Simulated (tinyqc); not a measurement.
Averaged masses of warped heavy- and light-hole bands, step by step. Values are carried at full precision from step to step, so a last printed digit may differ when a step is redone from the rounded ones.

Constants: Ry = 13.60569312 eV; a0 (Bohr radius) = 0.5291772105 angstrom; kB = 8.617333262e-05 eV/K; hbar^2/2m0 = 3.80998211 eV angstrom^2.

Parameters, chosen for this exercise (near those of Si; the results hold for these values, not for the real material): g1 = 4.29 (Luttinger gamma1); g2 = 0.34 (gamma2); g3 = 1.44 (gamma3); eps = 11.63 (dielectric constant); mso = 0.234 m0 (split-off mass); Dso = 0.044 eV (spin-orbit splitting); T = 300 K (temperature).

## Other forms of the parameters

Dresselhaus-Kip-Kittel form E = c [A k^2 -/+ sqrt(B^2 k^4 + C^2 (kx^2 ky^2 + ky^2 kz^2 + kz^2 kx^2))] with A = g1, B = 2 g2, C^2 = 12 (g3^2 - g2^2). Spherical form: mu = (6 g3 + 4 g2)/(5 g1), delta = (g3 - g2)/g1, masses 1/(g1 (1 -/+ mu)). Effective rydberg R* = Ry/(g1 eps^2) and radius a* = a0 g1 eps.

A, B, |C|: 4.290  0.680  4.847

mu, delta: 0.4662  0.2564

spherical masses, heavy and light (m0): 0.4367  0.1590

R* = 23.45 meV
a* = 26.4 angstrom

delta/mu = 0.55 measures the warping against the spherical splitting.

## Masses along six directions

Four-band hole energies E = c k^2 f(u), c = hbar^2/2m0, f = g1 -/+ 2 sqrt(g2^2 + 3 (g3^2 - g2^2) s), s = ux^2 uy^2 + uy^2 uz^2 + uz^2 ux^2 for the unit vector u; minus for heavy, plus for light holes; the mass along u is 1/f.

Give s and both masses.

Masses (m0):
```
direction        s   heavy   light
[100]      0.00000  0.2770  0.2012
[110]      0.25000  0.5641  0.1469
[111]      0.33333  0.7092  0.1395
[210]      0.16000  0.4474  0.1576
[221]      0.29630  0.6389  0.1426
[411]      0.10185  0.3846  0.1672
```

The heavy mass grows by a factor of 2.56 from [100] to [111] while the light one shrinks by 31 %; 1/m_heavy + 1/m_light = 2 g1 in every direction.

## Density-of-states masses from three directions

m_d^(3/2) is the angular mean of m(u)^(3/2). The rule mean = (10 F[100] + 16 F[110] + 9 F[111])/35 is exact for cubic harmonics up to sixth order. Total m_d = (m_h^(3/2) + m_l^(3/2))^(2/3).

m^(3/2):
```
direction    heavy    light
[100]      0.14579  0.09025
[110]      0.42366  0.05630
[111]      0.59727  0.05209
```

m_d heavy, light (m0): 0.5328  0.1615

total = 0.5906 m0
share of light holes = 14.3 %

## Averages on a grid

Grid: n x n midpoints in cos(theta) from 0 to 1 and phi from 0 to pi/2, equal weights. m_d = <f^(-3/2)>^(2/3). Conductivity mass for one scattering time: 1/m_c = <|w|^2 f^(-5/2)>/<f^(-3/2)> with w = grad_k(k^2 f)/(2 k), that is |w|^2 = f^2 + |angular gradient of f|^2/4.

Use n = 40.

m_d heavy, light (m0): 0.5140  0.1552

m_c heavy, light (m0): 0.4120  0.1495

The three-direction rule differs from the grid by +3.66 % for heavy holes. Warping makes m_c of the heavy holes 20 % smaller than m_d; on a sphere the two are equal.

## Effective density of states

Nv = 2 (kT/(4 pi c))^(3/2) [m_h^(3/2) + m_l^(3/2) + mso^(3/2) exp(-Dso/kT)], c = hbar^2/2m0, parabolic bands, m_h and m_l the density-of-states masses from the grid; 1 angstrom^-3 = 1e24 cm^-3.

prefactor = 2.5094e+19 cm^-3

the three terms: 0.36852  0.06112  0.02064

Nv = 1.130e+19 cm^-3

shares (%): 81.8  13.6  4.6

kT/Dso = 0.59: thermal holes reach energies comparable with Dso, where the four-band form fails and the true Nv is larger.

## Checks

- m_d and m_c of heavy holes for g2 = g3 against 1/(g1 - 2 g3): they agree to 1e-10 or better.
- m_d of heavy holes on grids of 40 and 160: both 0.5140.

tinyqc: `OMP_NUM_THREADS=1 python tinyqc.py 1081557 1081558 out.jsonl`; about 0.02 s, one thread, shared Intel(R) Xeon(R) Processor @ 2.30GHz.
